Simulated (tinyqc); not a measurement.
Photoconductance decay in a wafer: bulk and surface recombination modes, and iron detection by pair splitting: one step, computed by the program tinyqc. Command: `OMP_NUM_THREADS=1 python tinyqc.py 3113666 3113667 out.jsonl pcd walk`. One thread of a shared host (Intel(R) Xeon(R) Processor @ 2.30GHz), about 0.01 s of CPU time with the checks.

Both faces of the wafer have the same S; injection is low and all coefficients are constant. x runs from -W/2 to W/2.

Task: Decay rates of the even modes. Even modes cos(a x) obey b tan b = S W/(2 D) with b = a W/2, odd modes sin(a x) obey -b cot b = S W/(2 D); each decays at the rate 1/tau_b + D a^2.

Inputs (values chosen for the exercise, modelled on p-type silicon): thickness W = 150 micrometre; diffusivity D = 27.5 cm^2/s; bulk lifetime tau_b without iron = 16 microsecond; surface recombination velocity S = 230 cm/s.

Give: the table «The first four even modes: b, surface rate and decay time» with the columns b_n, surface rate D a^2 (1/s), decay time (microsecond), for n = 0, 1, 2, 3.

Result:

The first four even modes: b, surface rate and decay time:
```
n     b_n  surface rate D a^2 (1/s)  decay time (microsecond)
0  0.2479                3.0036e+04                1.0807e+01
1  3.1614                4.8863e+06                2.0207e-01
2  6.2932                1.9362e+07                5.1482e-02
3  9.4314                4.3488e+07                2.2962e-02
```
